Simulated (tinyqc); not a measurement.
# Worked calculation: long-channel MOSFET, surface-potential model

Computed by the program tinyqc: `OMP_NUM_THREADS=1 python tinyqc.py 2360053 2360054 out.jsonl`, one thread of a shared Intel Xeon 2.30GHz, about 0.03 s for the whole run. Printed values are rounded.

n-channel transistor on a uniformly doped p-type body, gradual-channel approximation, constant mobility, Boltzmann statistics, full ionisation. Potentials are counted from the neutral body; V is the electron quasi-Fermi potential, Vsb at the source and Vsb + Vds at the drain. Charges are magnitudes per area.

Inputs (values chosen for the exercise); material values those of a made-up semiconductor:

| symbol | value | unit | meaning |
|---|---|---|---|
| T | 325 | K | temperature |
| Eg | 1 | eV | band gap |
| eps_r | 9.62 |  | relative permittivity of the semiconductor |
| Nc | 2.41e19 | cm^-3 | conduction-band density of states at T |
| Nv | 2.71e19 | cm^-3 | valence-band density of states at T |
| Na | 3.2e17 | cm^-3 | acceptor density of the body |
| eox | 4.06 |  | relative permittivity of the gate insulator |
| tox | 4.4 | nm | insulator thickness |
| Vfb | -0.64 | V | flat-band voltage |
| mu | 500 | cm^2/(V s) | channel mobility |
| W | 1 | um | gate width |
| L | 5 | um | gate length |
| Vsb | 2 | V | source-body reverse bias |
| Vgs | 1.6 | V | gate-source voltage |
| Vds | 2 | V | drain-source voltage |

Constants: q = 1.602176634e-19 C, kB = 1.380649e-23 J/K, Vt = kB T/q, eps0 = 8.8541878128e-14 F/cm where lengths are in cm. Results are converted to the units shown.

Range of the model: The surface field at the source is about 1.3 MV/cm, where quantisation and degeneracy of the inversion layer, left out here, matter.

## Body potential, insulator capacitance and body factor

ni = sqrt(Nc Nv) exp(-Eg/(2 Vt)), Eg in volts; phiF = Vt ln(Na/ni); Cox = eps0 eox/tox; gamma = sqrt(2 q eps0 eps_r Na)/Cox. VT = Vfb + 2 phiF + gamma sqrt(2 phiF + Vsb), m = 1 + gamma/(2 sqrt(2 phiF + Vsb)).

ni = 4.50805e11 cm^-3
phiF = 0.377324 V
Cox = 0.817000 uF/cm^2
gamma = 0.361730 V^0.5
VT = 0.715016 V
m = 1.10897

## Iteration 1: surface potential at the source by Newton steps

psi at the start (the smaller of 2 phiF + Vsb + 4 Vt and the root without inversion charge) = 2.86667 V

With V = Vsb: G = psi - Vt + Vt e, e = exp((psi - 2 phiF - Vsb)/Vt); f = Vgs + Vsb - Vfb - psi - gamma sqrt(G); f' = -1 - gamma (1 + e)/(2 sqrt(G)); psi(new) = psi - f/f'.

G = 4.36761 V
f = 0.617356 V
f' = -5.81119
psi after iteration 1 = 2.97291 V

## Iteration 2: surface potential at the source by Newton steps

As before.

G = 70.8323 V
f = -1.77730 V
f' = -53.1137
psi after iteration 2 = 2.93944 V

## Course of the iteration: surface potential at the source by Newton steps

Stop when psi changes by less than 1e-10 V, or after 40 iterations.

Course of the iteration:
```
iteration,psi (V),|change| (V)
1,2.97291,0.106
2,2.93944,0.0335
3,2.92356,0.0159
4,2.92051,3.06e-3
5,2.92041,9.89e-5
6,2.92041,1.00e-7
7,2.92041,1.03e-13
```

Converged in 7 iterations. At the end the number of correct digits about doubles with each step.

## Charges and current of the charge-sheet model

psi_0 = 2.92041 V
psi_L = 3.56016 V

psi_0 and psi_L solve Vgs + Vsb - Vfb - psi = gamma sqrt(G) at V = Vsb and Vsb + Vds. Qi = Cox gamma [sqrt(G) - sqrt(psi - Vt)], G = psi - Vt + Vt exp((psi - 2 phiF - V)/Vt), at both ends. With U = Vgs + Vsb - Vfb: drift = mu (W/L) Cox [U (psi_L - psi_0) - (psi_L^2 - psi_0^2)/2 - (2/3) gamma ((psi_L - Vt)^1.5 - (psi_0 - Vt)^1.5)]; diffusion = mu (W/L) Vt (Qi0 - QiL).

Qi0 = 575.492 nC/cm^2
QiL = 6.60586e-19 nC/cm^2
drift current = 18.3806 uA
diffusion current = 1.61174 uA
drain current = 19.9924 uA

Drift carries 91.9 % of the current. The drain end is pinched off: its charge is under 1 % of that at the source.

## Inversion charge along the channel

```
point,V (V)
0,2
1,2.25
2,2.5
3,2.75
4,3
5,3.25
6,3.5
7,3.75
8,4
```

The surface potential psi at channel potential V solves Vgs + Vsb - Vfb - psi = gamma sqrt(G), G = psi - Vt + Vt exp((psi - 2 phiF - V)/Vt). Charge sheet: Qi = Cox gamma [sqrt(G) - sqrt(psi - Vt)]. Pao-Sah: Qi = (Cox gamma/2) integral from 3 Vt to psi of exp((u - 2 phiF - V)/Vt)/sqrt(G(u, V)) du.

```
point,psi (V),"Qi, charge sheet (nC/cm^2)","Qi, Pao-Sah (nC/cm^2)"
0,2.92041,575.492,577.732
1,3.15440,364.388,365.808
2,3.37839,162.992,163.635
3,3.54849,10.4551,10.4970
4,3.56016,0.00212276,0.00213128
5,3.56016,2.81959e-7,2.83091e-7
6,3.56016,3.74485e-11,3.75987e-11
7,3.56016,4.97372e-15,4.99368e-15
8,3.56016,6.60586e-19,6.63237e-19
```

At the source the charge-sheet charge is 0.39 % below the Pao-Sah one.

## Pao-Sah current by Simpson's rule

I = mu (W/L) integral of Qi dV; Simpson's rule on the 9 points, step Vds/8, weights 1, 4, 2, ..., 4, 1 times step/3.

Pao-Sah current = 20.0852 uA

Gauss-Legendre quadrature on many points gives 20.34 uA, so this value is 1.2 % below it; the charge-sheet current, 19.99 uA, is 1.7 % below it.
